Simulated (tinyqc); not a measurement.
# Worked calculation: energy and delay of logic against supply voltage

tinyqc, about 0.01 s, one thread, Intel Xeon 2.30GHz (shared host): `OMP_NUM_THREADS=1 python tinyqc.py 2082071 2082072 out.jsonl` Printed values are rounded.

One expression serves below and above threshold: I(Vg) = Ik [ln(1 + exp((Vg - VT + dd V)/(al nf Vt)))]^al, with I_on = I(V) and I_off = I(0). Gate delay td = kd C V/I_on, clock period LD td. Per gate and cycle the switching energy is act C V^2 and the leakage energy I_off V LD td. No short-circuit current, no variation. Minima are sought above 0.09 V; below a few Vt gates no longer switch and the model has no meaning.

Parameters, values chosen for the exercise; values of the order met in logic technologies: temperature T = 300 K; threshold voltage at zero drain bias VT = 0.32 V; slope factor nf = 1.24; barrier lowering per volt of supply dd = 0.11; specific current of a gate Ik = 0.58 uA; exponent of the current law al = 1.54; load capacitance of a gate C = 3 fF; delay factor kd = 0.6; logic depth LD = 20; activity factor act = 0.01; supply voltage V = 1.03 V.

Constants: q = 1.602176634e-19 C, kB = 1.380649e-23 J/K, Vt = kB T/q. Results are converted to the units shown.

## Currents, delay and energies

I_on, I_off, td, clock frequency 1/(LD td), both energies and their sum.

I_on = 44.2074 uA
I_off = 0.907928 nA
td = 41.9387 ps
clock frequency = 1.19222 GHz
switching energy = 31.8270 aJ
leakage energy = 0.784392 aJ
energy = 32.6114 aJ

I_on/I_off = 48700; leakage makes up 2.41 % of the energy.

## Starting value

V = 0.23 V.

V at the start = 0.23 V

## Iteration 1: new V

Minimum-energy supply: E(V) is the energy per gate and cycle; with h = 0.001 V, E' = (E(V + h) - E(V - h))/(2 h), E'' = (E(V - h) - 2 E(V) + E(V + h))/h^2, V(new) = V - E'/E''.

E' = -18.9908 aJ/V
E'' = 730.108 aJ/V^2
V after iteration 1 = 0.256011 V

## Iteration 2: new V

As before.

E' = -3.68122 aJ/V
E'' = 464.732 aJ/V^2
V after iteration 2 = 0.263932 V

## Iteration 3: new V

As before.

E' = -0.246230 aJ/V
E'' = 403.962 aJ/V^2
V after iteration 3 = 0.264542 V

## Course of the iteration

Stop when the step is below 1e-9 V, or after 40 iterations.

Course of the iteration:
```
iteration  V before the step (V)  step (V)
1                           0.23    0.0260
2                       0.256011   7.92e-3
3                       0.263932   6.10e-4
4                       0.264542   3.29e-6
5                       0.264545  7.20e-12
```

Converged in 5 iterations. There leakage makes up 31.1 % of the energy and the clock runs at 18.5 MHz.
